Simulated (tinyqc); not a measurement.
Inside a calculation. Method: tight binding, honeycomb lattice. Computed by tinyqc, a small Python program that keeps every step. Settings: t1 = 2.8, t2 = 0, phi = 0, delta = 0.89, points = 5. Command: `OMP_NUM_THREADS=1 python tinyqc.py 28164 28165 out.jsonl` (the two numbers bound the seeds that draw the settings). One thread of a shared host (Intel(R) Xeon(R) Processor @ 2.60GHz), about 0.01 s of CPU time with the checks.

## Bloch Hamiltonian at k

Parameters chosen for this model:
```
parameter     value                        unit
t1         2.800000                 eV, nearest
t2                0       eV, second neighbours
phi               0  rad, phase of t2 (Haldane)
delta      0.890000          eV, +/- on A and B
```

k point k (fractions of the reciprocal vectors): [-0.490000, -0.120000]

H_AB = -t1 (1 + exp(-i k.a1) + exp(-i k.a2)); H_AA = delta - 2 t2 sum cos(k.b + phi), H_BB = -delta - 2 t2 sum cos(k.b - phi), b = a1, a2 - a1, -a2.

H(k) at k (eV), order A, B:
$$\begin{pmatrix}
0.890000 & -2.046637-2.092545i \\
-2.046637+2.092545i & -0.890000
\end{pmatrix}$$

## Levels at k

Diagonalise the Hermitian matrix.

eigenvalues (eV): [-3.059341, 3.059341]

weights |c|^2 of the basis functions, order A, B:
$$\begin{pmatrix}
0.354544 & 0.645456 \\
0.645456 & 0.354544
\end{pmatrix}$$

## Bloch Hamiltonian at K

k point K (fractions of the reciprocal vectors): [0.333333, 0.666667]

As before.

H(k) at K (eV), order A, B:
$$\begin{pmatrix}
0.890000 & 0.000000 \\
0.000000 & -0.890000
\end{pmatrix}$$

## Levels at K

As before.

eigenvalues (eV): [-0.890000, 0.890000]

weights |c|^2 of the basis functions, order A, B:
$$\begin{pmatrix}
0.000000 & 1.000000 \\
1.000000 & 0.000000
\end{pmatrix}$$

## Bands along a path

The same steps at evenly spaced points between the labelled ones.

Bands along the path (eV):
```
k             band 1    band 2
G          -8.447017  8.447017
G-K 0.25   -7.701341  7.701341
G-K 0.50   -5.670282  5.670282
G-K 0.75   -2.938044  2.938044
K          -0.890000  0.890000
K-M 0.25   -1.461927  1.461927
K-M 0.50   -2.234624  2.234624
K-M 0.75   -2.756800  2.756800
M          -2.938044  2.938044
M-K' 0.25  -2.756800  2.756800
M-K' 0.50  -2.234624  2.234624
M-K' 0.75  -1.461927  1.461927
K'         -0.890000  0.890000
```

With 1 band(s) filled, the highest filled level on these points lies at K and the lowest empty one at K: a gap of 1.7800 eV, direct.

## Chern number of the lower band

On a 5 x 5 mesh, the phase of the product of overlaps around each plaquette (k1 then k2); the sum over 2 pi is an integer.

plaquette phases (rad):
$$\begin{pmatrix}
0.000000 & -0.033463 & -0.111820 & 0.063384 & 0.017348 \\
0.033463 & 0.000000 & -0.547875 & -1.020738 & 0.063384 \\
0.111820 & 0.547875 & 0.000000 & -0.547875 & -0.111820 \\
-0.063384 & 1.020738 & 0.547875 & 0.000000 & -0.033463 \\
-0.017348 & -0.063384 & 0.111820 & 0.033463 & 0.000000
\end{pmatrix}$$

Chern number = 0.000000
